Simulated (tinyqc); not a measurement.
Band offset from the macroscopic average of a supercell potential: one step. The potential line-up.

Parameters, chosen for this exercise (out of a larger set: gaps near those of InAs and GaSb; not measured data): h = 0.3 angstrom (grid step).

macroscopic average (eV): -5.02000  -4.86965  -4.72939  -4.62197  -4.56305  -4.53745  -4.52544  -4.52113  -4.52033  -4.52005  -4.52000  -4.52000  -4.52000  -4.52000  -4.52000  -4.52000  -4.52000  -4.52000  -4.52000  -4.52000  -4.52000  -4.52005  -4.52033  -4.52113  -4.52544  -4.53745  -4.56305  -4.62197  -4.72939  -4.86965  -5.02000  -5.17035  -5.31061  -5.41803  -5.47695  -5.50255  -5.51456  -5.51887  -5.51967  -5.51995  -5.52000  -5.52000  -5.52000  -5.52000  -5.52000  -5.52000  -5.52000  -5.52000  -5.52000  -5.52000  -5.52000  -5.51995  -5.51967  -5.51887  -5.51456  -5.50255  -5.47695  -5.41803  -5.31061  -5.17035

Task: Read the macroscopic average in the middle of each region, j = 15 and j = 45, and its slope in A by a central difference over two points each way.

Give: plateau in A; plateau in B; dV = B - A; slope in A.

Result:

plateau in A = -4.520 eV
plateau in B = -5.520 eV
dV = B - A = -1.000 eV
slope in A = 0.000 eV/angstrom

The plateaus are flat, so the line-up is well defined.

Computed by tinyqc, a small Python program: `OMP_NUM_THREADS=1 python tinyqc.py 1850184 1850185 out.jsonl` (the numbers bound the seed that draws the inputs); one thread of a shared host (Intel(R) Xeon(R) Processor @ 2.30GHz), about 0.01 s for the whole set of steps.
